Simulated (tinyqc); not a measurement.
## Free and trapped electrons in a MOS channel with a dense trap tail: free and trapped charge against gate voltage

p-type body, charge-sheet picture, full ionisation (an idealisation for deep acceptors), Boltzmann statistics for free electrons. e = Ec - EF at the surface. Acceptor-like traps of density D(E) = D0 + De exp(-E/Ew) at depth E below Ec, from 0 to Eu, hold n_t = integral of D(E)/(1 + exp((e - E)/Vt)). psi = Eg - Vt ln(Nv/Na) - e; N_dep = sqrt(2 eps0 eps_r Na (psi - Vt)/q); n_f = sqrt(N_dep^2 + 2 eps0 eps_r Vt Nc exp(-e/Vt)/q) - N_dep; Vg = Vfb + psi + q (N_dep + n_t + n_f)/Cox, Cox = eps0 eox/tox.

Free share n_f/(n_f + n_t); swing ln 10 n_f/(dn_f/dVg); field-effect mobility mf q (dn_f/dVg)/Cox, for a constant mf; oxide field q (N_dep + n_t + n_f)/(eps0 eox).

Parameters, values chosen for the exercise; band and dielectric values close to those of silicon:
- T = 475 K (temperature)
- Eg = 1.11 eV (band gap)
- eps_r = 11.7 (relative permittivity)
- Nc = 5.66e19 cm^-3 (conduction-band density of states at T)
- Nv = 5.28e19 cm^-3 (valence-band density of states at T)
- eox = 3.9 (relative permittivity of the insulator)
- tox = 27 nm (insulator thickness)
- Na = 5.8e16 cm^-3 (acceptor density)
- Vfb = -0.97 V (flat-band voltage without trapped charge)
- D0 = 1.3e11 cm^-2 eV^-1 (constant background density of acceptor-like traps)
- De = 4.4e12 cm^-2 eV^-1 (density of the tail at the conduction edge)
- Ew = 0.12 eV (decay energy of the tail)
- Eu = 0.54 eV (depth below Ec down to which the traps reach)
- mf = 170 cm^2/(V s) (mobility of free electrons)

Constants: q = 1.602176634e-19 C, kB = 1.380649e-23 J/K, Vt = kB T/q, eps0 = 8.8541878128e-14 F/cm where lengths are in cm. Results are converted to the units shown.

Result of one run:
columns A: Vg (V); B: e (eV); C: n_f (cm^-2); D: n_t (cm^-2); E: free share (%); F: swing (mV/decade); G: field-effect mobility (cm^2/(V s)); H: oxide field (MV/cm)
```
A         B         C         D      E     F      G       H
1.2  0.1651  3.151e11  2.008e11  61.08  1300  118.9  0.5570
```

What becomes of these results when the gate voltage Vg is changed from 1.2 to 3.7 V, all else the same?

Result of the changed run:
columns A: Vg (V); B: e (eV); C: n_f (cm^-2); D: n_t (cm^-2); E: free share (%); F: swing (mV/decade); G: field-effect mobility (cm^2/(V s)); H: oxide field (MV/cm)
```
A          B         C         D      E     F      G      H
3.7  0.06024  1.985e12  3.878e11  83.66  6357  153.1  1.444
```

The whole series:
columns A: Vg (V); B: e (eV); C: n_f (cm^-2); D: n_t (cm^-2); E: free share (%); F: swing (mV/decade); G: field-effect mobility (cm^2/(V s)); H: oxide field (MV/cm)
```
A           B         C         D      E      F         G        H
-0.7   0.7574   8.792e5   4.113e7  2.093   1006  4.286e-4  0.07272
0      0.4821   2.392e8  1.474e10  1.597  224.9    0.5215   0.2300
0.6    0.2527  4.735e10  1.093e11  30.22  410.6     56.55   0.3673
1.2    0.1651  3.151e11  2.008e11  61.08   1300     118.9   0.5570
1.8    0.1249  6.782e11  2.628e11  72.07   2443     136.2   0.7644
2.4   0.09849  1.074e12  3.109e11  77.55   3654     144.2   0.9768
3     0.07864  1.488e12  3.501e11  80.95   4893     149.1    1.192
3.7   0.06024  1.985e12  3.878e11  83.66   6357     153.1    1.444
4.3   0.04715  2.420e12  4.145e11  85.38   7622     155.7    1.662
```

n_f reaches 1e11 cm^-2 at Vg = 0.760 V, against 0.587 V without traps. The free share goes from 2.09 through a minimum of 1.60 (at Vg = 0 V among the rows listed) to 85.4 % and the field-effect mobility rises from 4.29e-4 to 156 cm^2/(V s), although mf = 170 is constant: in the last row 91.6 % of Cox dVg goes into free electrons. The swing in the first row is 1010 mV a decade (Vt ln 10 = 94.3). For Vg = 3, 3.7, 4.3 EF lies less than 2 Vt below the band edge, or above it, where degeneracy and confinement, left out, matter.

Numbers from tinyqc (`OMP_NUM_THREADS=1 python tinyqc.py 2222074 2222075 out.jsonl`; about 0.02 s on one thread of a shared Intel Xeon 2.30GHz).
